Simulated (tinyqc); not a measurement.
From step coverage back to temperature T: chemical vapour deposition: Grove model, boundary layer, depletion and step coverage. Computed by tinyqc, a small Python program. Command: `OMP_NUM_THREADS=1 python tinyqc.py 3015822 3015823 out.jsonl cvd inv`. One thread of a shared host (Intel(R) Xeon(R) Processor @ 2.30GHz), about 0.06 s of CPU time with the checks.

A precursor diffuses to the surface and reacts there at first order; each molecule that reacts adds one formula unit of film.

Inputs (values chosen for the exercise, close to those used for polysilicon from silane):
```
quantity                                       value    unit
prefactor k0 of k_s                          2.1e+08    cm/s
activation energy E                             1.66      eV
total pressure p                                  42    torr
mole fraction of the precursor Y              0.0014       -
gas diffusivity D0 at 273.15 K and 760 torr      0.6  cm^2/s
precursor mass M                                  32       u
trench width w                                  0.37      um
aspect ratio of the trench                        53       -
```

Reactor: horizontal, reduced pressure.

Constants: k_B = 1.380649e-23 J/K; u = 1.6605390666e-27 kg; k_B = 8.617333262e-05 eV/K.

Method:
- k_s = k0 exp(-E/(k_B T)); C_g = Y p/(k_B T), 1 torr = 133.322 Pa; D = D0 (T/273.15)^1.75 (760/p).
- Temperatures in kelvin are T(C) + 273.15.
- Mean speed c = sqrt(8 k_B T/(pi M)); reactive sticking probability beta = 4 k_s/c.
- In a long trench of width w and depth l = aspect ratio x w: Knudsen diffusivity D_K = (2w) c/3 (hydraulic diameter 2w), combined as 1/D_e = 1/D_K + 1/D; D_e d2C/dz2 = 2 k_s C/w with D_e dC/dz = -k_s C at the floor. With m = sqrt(2 k_s/(w D_e)): C(floor)/C(top) = 1/[cosh(m l) + (k_s/(D_e m)) sinh(m l)].

Task: A run gave the result below. Find the temperature T, known to lie between 510 and 1200 C.

step coverage = 0.9600133

Result:

Each step takes the trial c = (a f_b - b f_a)/(f_b - f_a), f being the result less the target and a, b, c the logarithms of the listed values; c replaces end b, the old b replaces a if the sign of f changed, and otherwise f_a is halved.

Scan of the range:
```
temperature T (C)  step coverage
510                     0.999733
588                     0.997649
678                     0.981723
782                     0.883227
902                     0.526687
1040                    0.110970
1200                    0.003982
```

False position (Illinois rule, in the logarithm of the input) inside the bracket:
```
step    end a    end b    trial  step coverage
1     678.000  782.000  699.665       0.971880
2     782.000  699.665  710.162       0.965639
3     782.000  710.162  718.963       0.959522
4     710.162  718.963  718.252       0.960048
5     718.963  718.252  718.300       0.960013
6     718.963  718.300  718.300       0.960013
7     718.300  718.300  718.300       0.960013
```

Step coverage falls at every point of a 13-point scan of the range (every second point is shown), so one value fits; it is bracketed by 678 and 782. Answer: temperature T = 718.3 C.

Caution: the hydraulic-diameter form of D_K is rough for a slit.
